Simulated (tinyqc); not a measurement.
Field-effect mobility of a thin-film transistor with band-tail and deep states (multiple trapping): one step, computed by the program tinyqc.

A thick film in accumulation at small drain voltage. Only free electrons move; trapped ones still screen the gate. N_c and mu_0 are held fixed when T changes, leaving out the T^(3/2) growth of N_c. x = E_0 - psi is the distance of the Fermi level below the band edge.

Question. Free and trapped densities. F_j(eta) = int_0^infinity x^j/(1 + exp(x - eta)) dx, without a gamma-function factor. Integrals over x = E/(k_B T) use 160 Gauss-Legendre points in u = sqrt(x) from 0 to sqrt(max(eta, 0) + 32). Free n(x) = N_c (2/sqrt(pi)) F_1/2(-x/k_B T), with F_1/2 from its two-term series in exp(-x/k_B T) for x >= 12 k_B T; tail n_t(x) = int_0^1.2eV g_t exp(-E/E_t)/(1 + exp((x - E)/k_B T)) dE, E counted down from the edge, 120 Gauss-Legendre points; space charge rho(psi) = n + n_t less its value at psi = 0.

Inputs (values chosen for the exercise, modelled on polycrystalline silicon):
```
quantity                           value         unit
effective density of states N_c  2.6e+19       1/cm^3
tail density at the edge g_t     1.4e+21  1/(eV cm^3)
tail width E_t                        38          meV
temperature T                        350            K
```

Deep states: none.

Constants: k_B = 8.617333262e-05 eV/K.

Give: Local densities at x = 0.4, 0.3, 0.2, 0.15, 0.1, 0.05, 0 and -0.05 eV.

Answer.

Local densities at x = 0.4, 0.3, 0.2, 0.15, 0.1, 0.05, 0 and -0.05 eV:
```
x (eV)  n (1/cm^3)  n_t (1/cm^3)  n/(n + n_t)
0.40     4.521e+13     5.538e+15       0.0081
0.30     1.245e+15     7.210e+16       0.0170
0.20     3.427e+16     8.682e+17       0.0380
0.15     1.795e+17     2.828e+18       0.0597
0.10     9.323e+17     8.426e+18       0.0996
0.05     4.652e+18     2.110e+19       0.1806
0.00     1.989e+19     3.850e+19       0.3407
-0.05    6.103e+19     4.920e+19       0.5537
```

E_t/k_B T = 1.26: deep in the tail n_t follows exp(-x/E_t), more slowly than n, so the free share grows as the Fermi level rises.
